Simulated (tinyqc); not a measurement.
Deal-Grove kinetics of thermal oxidation of silicon: one step, computed by the program tinyqc. Command: `OMP_NUM_THREADS=1 python tinyqc.py 3018344 3018345 out.jsonl oxide walk`. One thread of a shared host (Intel(R) Xeon(R) Processor @ 2.30GHz), about 0.06 s of CPU time with the checks.

Oxidant diffuses through the oxide and reacts at the interface, so that dx/dt = B/(A + 2x) for the oxide thickness x.

Question. Rate constants. B = B0 p exp(-E_B/(k_B T)), B/A = (B/A)0 p^m exp(-E_A/(k_B T)), p in atm; A = B/(B/A). Temperatures in kelvin are T(C) + 273.15.

Inputs (values chosen for the exercise, close to those used for silicon): prefactor B0 = 809 um^2/h; activation energy E_B = 1.22 eV; prefactor (B/A)0 = 3.41e+06 um/h; activation energy E_A = 2.02 eV; temperature T = 850 C; oxidant pressure p = 1 atm; pressure exponent m of B/A = 0.78.

Ambient: dry oxygen. Surface: (100).

Constants: k_B = 8.617333262e-05 eV/K.

Give: parabolic constant B; linear constant B/A; length A.

Answer.

parabolic constant B = 0.002714 um^2/h

linear constant B/A = 0.002942 um/h

length A = 0.9224 um

Reaction at the interface limits growth while x is well below A/2 = 0.461 um, diffusion once x is well above it.
